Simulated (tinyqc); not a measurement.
Metal gate on a two-layer dielectric stack with fixed charge and a dipole: threshold against doping.

Gate, layer 2, layer 1, p-type semiconductor; x runs from the gate inwards. Charges are counted in units of +q. psi is the band bending at the surface, positive towards inversion. Classical charge, Boltzmann statistics, no interface traps.

EOT = 3.9 (t1/e1 + t2/e2), Cox = eps0/(t1/e1 + t2/e2); phi_ms = pM - (chi + Eg - Vt ln(Nv/Na)). Vfb = phi_ms + Vd - (q/eps0) [Q1 (t1/e1 + t2/e2) + Q2 t2/e2 + r1 (t1^2/(2 e1) + t1 t2/e2) + r2 t2^2/(2 e2)]: each charge counts with its electrical distance from the gate. ni = sqrt(Nc Nv) exp(-Eg/(2 Vt)), Eg in volts, pB = Vt ln(Na/ni), Vth = Vfb + 2 pB + sqrt(4 q eps0 eps_r Na pB)/Cox.

Inputs (values chosen for the exercise); band and dielectric values those of a made-up semiconductor, layer 1 close to silicon nitride, layer 2 close to hafnium oxide: temperature T = 300 K; band gap Eg = 3.21 eV; relative permittivity eps_r = 8.6; conduction-band density of states at T Nc = 1.35e19 cm^-3; valence-band density of states at T Nv = 2.93e19 cm^-3; electron affinity chi = 4.08 eV; work function of the gate metal pM = 4.5 eV; thickness of layer 1, next to the semiconductor t1 = 1.1 nm; relative permittivity of layer 1 e1 = 7.79; thickness of layer 2, next to the gate t2 = 4.8 nm; relative permittivity of layer 2 e2 = 21.8; fixed charge at the semiconductor interface Q1 = 1.7e12 cm^-2; fixed charge between the layers Q2 = 3.8e11 cm^-2; uniform charge density in layer 1 r1 = 0 cm^-3; uniform charge density in layer 2 r2 = 6.6e17 cm^-3; flat-band shift by a dipole layer between the layers Vd = 0.27 V.

Constants: q = 1.602176634e-19 C, kB = 1.380649e-23 J/K, Vt = kB T/q, eps0 = 8.8541878128e-14 F/cm where lengths are in cm. Results are converted to the units shown.

Threshold against doping:
```
Na (cm^-3),phi_ms (V),2 pB (V),Qd/Cox (V),Vth (V)
9.2e14,-2.5219,2.6939,0.010037,0.31940
3.5e15,-2.5565,2.7630,0.019827,0.36373
1.3e16,-2.5904,2.8309,0.038677,0.41650
4.9e16,-2.6247,2.8995,0.075994,0.48812
1.9e17,-2.6597,2.9695,0.15144,0.59860
7e17,-2.6935,3.0370,0.29396,0.77483
2.6e18,-2.7274,3.1048,0.57283,1.0876
```

Vth rises from 0.319 to 1.09 V. Of the change, phi_ms + 2 pB gives 205 mV (Vt ln 10 a decade) and the depletion charge 563 mV, growing as Na^(0.51).

tinyqc, about 0.01 s, one thread, Intel Xeon 2.30GHz (shared host): `OMP_NUM_THREADS=1 python tinyqc.py 2010053 2010054 out.jsonl`
